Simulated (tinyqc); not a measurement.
Worked calculation: Hueckel theory of the pi electrons with the omega technique, for the molecule C=C1C=CC=CC=C1N (SMILES; centres numbered as the heavy atoms are written). Computed by tinyqc, a small Python program that keeps every step. Settings: charge = 0, omega = 0.6, damping = 0.5. Command: `OMP_NUM_THREADS=1 python tinyqc.py 23794 23795 out.jsonl` (the two numbers bound the seeds that draw the settings). One thread of a shared host (Intel(R) Xeon(R) Processor @ 2.60GHz), about 0.01 s of CPU time with the checks.

## The Hueckel matrix

Centres:
```
centre  z_r, pi electrons of the neutral centre         h
1C                                            1  0.000000
2C                                            1  0.000000
3C                                            1  0.000000
4C                                            1  0.000000
5C                                            1  0.000000
6C                                            1  0.000000
7C                                            1  0.000000
8C                                            1  0.000000
9N                                            2  1.500000
```

Bonds:
```
i  j         k
1  2         1
2  3         1
3  4         1
4  5         1
5  6         1
6  7         1
7  8         1
8  9  0.800000
8  2         1
```

H_rr = alpha + h_r beta, H_rs = k_rs beta for bonded centres.

Hueckel matrix in units of beta (H = alpha + beta A), order 1C, 2C, 3C, 4C, 5C, 6C, 7C, 8C, 9N:
```
[[0.000000, 1.000000, 0.000000, 0.000000, 0.000000, 0.000000, 0.000000, 0.000000, 0.000000],
 [1.000000, 0.000000, 1.000000, 0.000000, 0.000000, 0.000000, 0.000000, 1.000000, 0.000000],
 [0.000000, 1.000000, 0.000000, 1.000000, 0.000000, 0.000000, 0.000000, 0.000000, 0.000000],
 [0.000000, 0.000000, 1.000000, 0.000000, 1.000000, 0.000000, 0.000000, 0.000000, 0.000000],
 [0.000000, 0.000000, 0.000000, 1.000000, 0.000000, 1.000000, 0.000000, 0.000000, 0.000000],
 [0.000000, 0.000000, 0.000000, 0.000000, 1.000000, 0.000000, 1.000000, 0.000000, 0.000000],
 [0.000000, 0.000000, 0.000000, 0.000000, 0.000000, 1.000000, 0.000000, 1.000000, 0.000000],
 [0.000000, 1.000000, 0.000000, 0.000000, 0.000000, 0.000000, 1.000000, 0.000000, 0.800000],
 [0.000000, 0.000000, 0.000000, 0.000000, 0.000000, 0.000000, 0.000000, 0.800000, 1.500000]]
```

## Orbitals, round 1

pi electrons, sum of z_r less the charge = 10

Diagonalise; E = alpha + x beta with beta < 0, so the largest x are filled first; degenerate levels share their electrons. P = sum n_i c_ri c_si; each orbital has its largest coefficient positive (the first on a tie).

x values: [2.282063, 1.720648, 1.416789, 1.048689, 0.169486, -0.533396, -0.780064, -1.810914, -2.013300]

occupations: [2.000000, 2.000000, 2.000000, 2.000000, 2.000000, 0.000000, 0.000000, 0.000000, 0.000000]

coefficients, order 1C, 2C, 3C, 4C, 5C, 6C, 7C, 8C, 9N:
```
[[0.181953, -0.083972, -0.349534, -0.194851, 0.672033, -0.022019, 0.511497, 0.036253, -0.290937],
 [0.415227, -0.144486, -0.495216, -0.204338, 0.113900, 0.011745, -0.399000, -0.065650, 0.585743],
 [0.268241, -0.337047, -0.334757, 0.253676, -0.368371, -0.507071, -0.069036, 0.281517, -0.401493],
 [0.196915, -0.435453, 0.020937, 0.470366, -0.176334, 0.258725, 0.452852, -0.444153, 0.222582],
 [0.181132, -0.412215, 0.364420, 0.239591, 0.338485, 0.369068, -0.284218, 0.522806, -0.046632],
 [0.216439, -0.273824, 0.495369, -0.219109, 0.233702, -0.455585, -0.231144, -0.502603, -0.128697],
 [0.312796, -0.058940, 0.337413, -0.469368, -0.298876, -0.126061, 0.464525, 0.387366, 0.305739],
 [0.497381, 0.172410, -0.017326, -0.273112, -0.284358, 0.522825, -0.131216, -0.198883, -0.486846],
 [0.508789, 0.625102, 0.166570, 0.484122, 0.170976, -0.205695, 0.046039, 0.048055, 0.110858]]
```

charge and bond-order matrix P, order 1C, 2C, 3C, 4C, 5C, 6C, 7C, 8C, 9N:
```
[[1.303856, 0.754280, -0.205736, -0.290154, 0.241966, 0.177952, -0.330943, -0.111606, 0.004865],
 [0.754280, 0.986513, 0.464126, 0.036230, -0.112201, -0.088977, 0.066346, 0.427229, -0.081988],
 [-0.205736, 0.464126, 0.995329, 0.753714, 0.003243, -0.314301, -0.036303, 0.233150, -0.140287],
 [-0.290154, 0.036230, 0.753714, 0.962342, 0.551614, 0.055917, -0.147497, -0.111636, 0.058077],
 [0.241966, -0.112201, 0.003243, 0.551614, 1.015016, 0.718418, -0.019416, -0.297956, 0.138094],
 [0.177952, -0.088977, -0.314301, 0.055917, 0.718418, 0.939684, 0.567959, 0.090493, -0.089301],
 [-0.330943, 0.066346, -0.036303, -0.147497, -0.019416, 0.567959, 1.049593, 0.705498, -0.199650],
 [-0.111606, 0.427229, 0.233150, -0.111636, -0.297956, 0.090493, 0.705498, 0.865725, 0.354224],
 [0.004865, -0.081988, -0.140287, 0.058077, 0.138094, -0.089301, -0.199650, 0.354224, 1.881942]]
```

## Omega technique, round 1

h_r = h_r(0) + omega q_r, omega = 0.6, with q_r = z_r - P_rr; 0.5 of the old diagonal is kept.

matrix after round 1, order 1C, 2C, 3C, 4C, 5C, 6C, 7C, 8C, 9N:
```
[[-0.091157, 1.000000, 0.000000, 0.000000, 0.000000, 0.000000, 0.000000, 0.000000, 0.000000],
 [1.000000, 0.004046, 1.000000, 0.000000, 0.000000, 0.000000, 0.000000, 1.000000, 0.000000],
 [0.000000, 1.000000, 0.001401, 1.000000, 0.000000, 0.000000, 0.000000, 0.000000, 0.000000],
 [0.000000, 0.000000, 1.000000, 0.011297, 1.000000, 0.000000, 0.000000, 0.000000, 0.000000],
 [0.000000, 0.000000, 0.000000, 1.000000, -0.004505, 1.000000, 0.000000, 0.000000, 0.000000],
 [0.000000, 0.000000, 0.000000, 0.000000, 1.000000, 0.018095, 1.000000, 0.000000, 0.000000],
 [0.000000, 0.000000, 0.000000, 0.000000, 0.000000, 1.000000, -0.014878, 1.000000, 0.000000],
 [0.000000, 1.000000, 0.000000, 0.000000, 0.000000, 0.000000, 1.000000, 0.040282, 0.800000],
 [0.000000, 0.000000, 0.000000, 0.000000, 0.000000, 0.000000, 0.000000, 0.800000, 1.535417]]
```

## Orbitals, round 2

As before.

x values: [2.299294, 1.737708, 1.410562, 1.056936, 0.132890, -0.517036, -0.803843, -1.805907, -2.010603]

occupations: [2.000000, 2.000000, 2.000000, 2.000000, 2.000000, 0.000000, 0.000000, 0.000000, 0.000000]

coefficients, order 1C, 2C, 3C, 4C, 5C, 6C, 7C, 8C, 9N:
```
[[0.170053, -0.085817, -0.332346, -0.183081, 0.663200, -0.009096, 0.533427, 0.033247, -0.306886],
 [0.406503, -0.156948, -0.499090, -0.210194, 0.148588, 0.003874, -0.380166, -0.057011, 0.589051],
 [0.259382, -0.342248, -0.344137, 0.249135, -0.357423, -0.511140, -0.081211, 0.274388, -0.405203],
 [0.189528, -0.437299, 0.014145, 0.473165, -0.195585, 0.261120, 0.445560, -0.438894, 0.226219],
 [0.174258, -0.412710, 0.363930, 0.245625, 0.333642, 0.373181, -0.281983, 0.523171, -0.052190],
 [0.211927, -0.281730, 0.500840, -0.212449, 0.241425, -0.452387, -0.220160, -0.503548, -0.121522],
 [0.309190, -0.071757, 0.333473, -0.466325, -0.305927, -0.131095, 0.462941, 0.395302, 0.298720],
 [0.503591, 0.155970, -0.025494, -0.287365, -0.286632, 0.518218, -0.145084, -0.204449, -0.474642],
 [0.527406, 0.616816, 0.163353, 0.480461, 0.163494, -0.201990, 0.049617, 0.048950, 0.107082]]
```

charge and bond-order matrix P, order 1C, 2C, 3C, 4C, 5C, 6C, 7C, 8C, 9N:
```
[[1.240178, 0.770985, -0.189606, -0.302566, 0.240804, 0.185545, -0.339215, -0.113515, 0.005860],
 [0.770985, 1.010456, 0.450869, 0.020198, -0.096155, -0.078140, 0.046155, 0.421537, -0.081281],
 [-0.189606, 0.450869, 0.985325, 0.763490, 0.006297, -0.320372, -0.033672, 0.233744, -0.138514],
 [-0.302566, 0.020198, 0.763490, 0.978979, 0.539236, 0.045417, -0.132235, -0.106063, 0.055793],
 [0.240804, -0.096155, 0.006297, 0.539236, 1.009578, 0.727682, -0.023513, -0.304220, 0.138698],
 [0.185545, -0.078140, -0.320372, 0.045417, 0.727682, 0.957093, 0.555940, 0.083729, -0.085584],
 [-0.339215, 0.046155, -0.033672, -0.132235, -0.023513, 0.555940, 1.046005, 0.715411, -0.201574],
 [-0.113515, 0.421537, 0.233744, -0.106063, -0.304220, 0.083729, 0.715411, 0.886633, 0.345413],
 [0.005860, -0.081281, -0.138514, 0.055793, 0.138698, -0.085584, -0.201574, 0.345413, 1.885751]]
```

## Omega technique, round 2

As before.

matrix after round 2, order 1C, 2C, 3C, 4C, 5C, 6C, 7C, 8C, 9N:
```
[[-0.117632, 1.000000, 0.000000, 0.000000, 0.000000, 0.000000, 0.000000, 0.000000, 0.000000],
 [1.000000, -0.001114, 1.000000, 0.000000, 0.000000, 0.000000, 0.000000, 1.000000, 0.000000],
 [0.000000, 1.000000, 0.005103, 1.000000, 0.000000, 0.000000, 0.000000, 0.000000, 0.000000],
 [0.000000, 0.000000, 1.000000, 0.011955, 1.000000, 0.000000, 0.000000, 0.000000, 0.000000],
 [0.000000, 0.000000, 0.000000, 1.000000, -0.005126, 1.000000, 0.000000, 0.000000, 0.000000],
 [0.000000, 0.000000, 0.000000, 0.000000, 1.000000, 0.021919, 1.000000, 0.000000, 0.000000],
 [0.000000, 0.000000, 0.000000, 0.000000, 0.000000, 1.000000, -0.021240, 1.000000, 0.000000],
 [0.000000, 1.000000, 0.000000, 0.000000, 0.000000, 0.000000, 1.000000, 0.054151, 0.800000],
 [0.000000, 0.000000, 0.000000, 0.000000, 0.000000, 0.000000, 0.000000, 0.800000, 1.551983]]
```

## Convergence

Each round sets h_r = h_r(0) + omega (z_r - P_rr), keeping the share named as damping of the old diagonal; repeat until output and input diagonals agree to 1e-6.

Rounds:
```
round    sum n x  largest |h(out) - h(in)|
1      13.275348                  1.82e-01
2      13.274779                  5.30e-02
3      13.281225                  1.65e-02
4      13.285593                  7.31e-03
5      13.287980                  3.45e-03
6      13.289198                  1.63e-03
7      13.289801                  7.68e-04
8      13.290095                  3.63e-04
9      13.290237                  1.71e-04
10     13.290305                  8.09e-05
11     13.290337                  3.82e-05
12     13.290353                  1.80e-05
13     13.290360                  8.50e-06
14     13.290364                  4.01e-06
15     13.290365                  1.89e-06
16     13.290366                  8.91e-07
```

Converged in 16 rounds.

## Energy, charges, bond orders

final x values: [2.310025, 1.750273, 1.404596, 1.062281, 0.118008, -0.507668, -0.818558, -1.805142, -2.013815]

occupations: [2.000000, 2.000000, 2.000000, 2.000000, 2.000000, 0.000000, 0.000000, 0.000000, 0.000000]

final P, order 1C, 2C, 3C, 4C, 5C, 6C, 7C, 8C, 9N:
```
[[1.217468, 0.777255, -0.182458, -0.306333, 0.239231, 0.186920, -0.341206, -0.113247, 0.005958],
 [0.777255, 1.015808, 0.445563, 0.013488, -0.089367, -0.073355, 0.037671, 0.419110, -0.080485],
 [-0.182458, 0.445563, 0.985832, 0.767529, 0.007849, -0.322906, -0.034243, 0.233936, -0.136576],
 [-0.306333, 0.013488, 0.767529, 0.981970, 0.533884, 0.042398, -0.125495, -0.104725, 0.054825],
 [0.239231, -0.089367, 0.007849, 0.533884, 1.008138, 0.731797, -0.023593, -0.307358, 0.138096],
 [0.186920, -0.073355, -0.322906, 0.042398, 0.731797, 0.962281, 0.550408, 0.081935, -0.083686],
 [-0.341206, 0.037671, -0.034243, -0.125495, -0.023593, 0.550408, 1.041611, 0.720620, -0.201763],
 [-0.113247, 0.419110, 0.233936, -0.104725, -0.307358, 0.081935, 0.720620, 0.898021, 0.339048],
 [0.005958, -0.080485, -0.136576, 0.054825, 0.138096, -0.083686, -0.201763, 0.339048, 1.888872]]
```

E = sum n x; q_r = z_r - P_rr; bond order p = P_rs; free valence = sqrt(3) - sum of p over the bonds of the atom.

pi energy = 10 alpha + this times beta = 13.290366

pi charges: [-0.217468, -0.015808, 0.014168, 0.018030, -0.008138, 0.037719, -0.041611, 0.101979, 0.111128]

Bond orders and lengths from R = 1.517 - 0.180 p (angstrom, C-C alone):
```
bond         p         R
1-2   0.777255  1.377094
2-3   0.445563  1.436799
3-4   0.767529  1.378845
4-5   0.533884  1.420901
5-6   0.731797  1.385277
6-7   0.550408  1.417927
7-8   0.720620  1.387288
8-9   0.339048         -
8-2   0.419110  1.441560
```

free valence of the carbons: [0.954796, 0.090124, 0.518959, 0.430638, 0.466370, 0.449847, 0.461023, 0.253273]

gap between the highest filled and the next level = 0.625676 |beta|
